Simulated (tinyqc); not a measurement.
# Floating body of a partially depleted SOI transistor: body voltage and kink: what changes with what

Source at 0 V. Channel current Ic = 2 nf K Vt^2 [F(0) - F(Vd)](1 + la Vd), F(V) = ln^2(1 + exp((Vg - VT - nf V)/(2 nf Vt))), VT = VT0 - gb Vb. Saturation voltage Vs = 2 Vt sqrt(F(0)) + 3 Vt, excess Ve = (Vd - Vs + sqrt((Vd - Vs)^2 + 0.0004 V^2))/2, multiplication M1 = Ai Ve exp(-Bl/Ve). Each junction passes D(v) = J1 (exp(v/Vt) - 1) + J2 (exp(v/(2 Vt)) - 1). Bipolar current Ib = bb J1 (exp(Vb/Vt) - 1). The body settles where M1 (Ic + Ib) = D(Vb) + D(Vb - Vd) + Vb/Rb; drain current Id = (1 + M1)(Ic + Ib) - D(Vb - Vd).

Values chosen for this exercise; values of the order met in partially depleted silicon-on-insulator transistors: temperature T = 358 K; threshold at zero body voltage VT0 = 0.54 V; fall of the threshold per volt of body voltage gb = 0.24; slope factor nf = 1.39; gain factor per width K = 140 uA/(V^2 um); channel-length modulation factor la = 0.06 1/V; impact-ionisation prefactor Ai = 3.1 1/V; impact-ionisation voltage Bl = 6.8 V; diffusion saturation current of each junction J1 = 1.3e-10 uA/um; recombination saturation current of each junction J2 = 9.3e-9 uA/um; gain of the lateral bipolar transistor on the diffusion current bb = 3; resistance of a weak body tie to the source (1e9 stands for no tie, and the term is then dropped) Rb = 7e5 kohm um; gate voltage Vg = 0.46 V; drain voltage Vd = 2.4 V.

Constants: q = 1.602176634e-19 C, kB = 1.380649e-23 J/K, Vt = kB T/q. Results are converted to the units shown.

Each table varies one quantity; the others keep the values above.

## Output curve and kink

Rows with more than one solution for Vb (latch) are left out; dId/dVd by a forward difference over 1e-4 V, swing = 1e-4 V over the change of log10 Id; M1 under 1e-12 is printed as 0.

Output curve and kink:

| Vd (V) | Vb (V) | M1 | Id, floating (uA/um) | Id, grounded (uA/um) | ratio | dId/dVd, floating (uS/um) | dId/dVd, grounded (uS/um) |
|---|---|---|---|---|---|---|---|
| 0.6 | 4.534e-5 | 1.310e-6 | 0.04225 | 0.04224 | 1.000 | 0.002689 | 0.002448 |
| 0.8 | 0.003257 | 1.070e-4 | 0.04340 | 0.04274 | 1.016 | 0.01339 | 0.002519 |
| 1 | 0.04769 | 0.001259 | 0.05420 | 0.04328 | 1.252 | 0.1526 | 0.002994 |
| 1.2 | 0.4901 | 0.005003 | 0.3530 | 0.04399 | 8.024 | 0.6131 | 0.004350 |
| 1.4 | 0.5468 | 0.01627 | 0.4575 | 0.04509 | 10.15 | 0.5193 | 0.006866 |
| 1.6 | 0.5833 | 0.03963 | 0.5791 | 0.04682 | 12.37 | 0.7399 | 0.01054 |
| 1.8 | 0.6134 | 0.07942 | 0.7780 | 0.04938 | 15.76 | 1.345 | 0.01519 |
| 2 | 0.6425 | 0.1389 | 1.192 | 0.05294 | 22.51 | 3.162 | 0.02058 |
| 2.2 | 0.6772 | 0.2200 | 2.471 | 0.05764 | 42.86 | 12.72 | 0.02649 |

Vb rises from 4.53e-5 to 0.677 V and the ratio of the currents rises from 1.00 to 42.9. The output conductance with a floating body exceeds the grounded value by the largest factor among the rows, 480, at Vd = 2.2 V, where Vb = 0.677 V and M1 = 0.220.

## Transfer curve and swing

Same model as above.

Transfer curve and swing:

| Vg (V) | Vb (V) | M1 | Id, floating (uA/um) | Id, grounded (uA/um) | ratio | swing, floating (mV/decade) | swing, grounded (mV/decade) |
|---|---|---|---|---|---|---|---|
| 0.39 | 0.8766 | 0.3331 | 1139 | 0.01492 | 7.630e4 | -18.62 | 107.1 |
| 0.49 | 0.7560 | 0.3105 | 24.08 | 0.1132 | 212.7 | -590.0 | 123.0 |
| 0.59 | 0.7523 | 0.2752 | 23.45 | 0.5966 | 39.31 | 1613 | 160.3 |
| 0.69 | 0.7543 | 0.2393 | 27.99 | 2.015 | 13.89 | 1209 | 227.2 |
| 0.79 | 0.7562 | 0.2054 | 33.75 | 4.733 | 7.130 | 1273 | 321.3 |
| 0.89 | 0.7573 | 0.1744 | 40.12 | 8.771 | 4.574 | 1394 | 433.2 |

Vb goes from 0.877 through a minimum of 0.752 (at Vg = 0.59 V among the rows listed) to 0.757 V. The smallest swing among the rows is -590 mV a decade with a floating body (at Vg = 0.49 V) and 107 with a grounded one; Vt ln 10 = 71.0. The floating swing is smaller by more than 3 % for Vg = 0.39, 0.49 V, where the rising Vb lowers the threshold as Vg rises. In the first row the floating body raises the current by a factor of 76300.

Range of the model: The multiplication law is an empirical form chosen for the exercise; self-heating and capacitive coupling to the body are left out, and the linear laws are rough once Vb passes about 0.7 V or M1 about 0.1.

Numbers from tinyqc (`OMP_NUM_THREADS=1 python tinyqc.py 2182251 2182252 out.jsonl`; about 0.2 s on one thread of a shared Intel Xeon 2.30GHz).
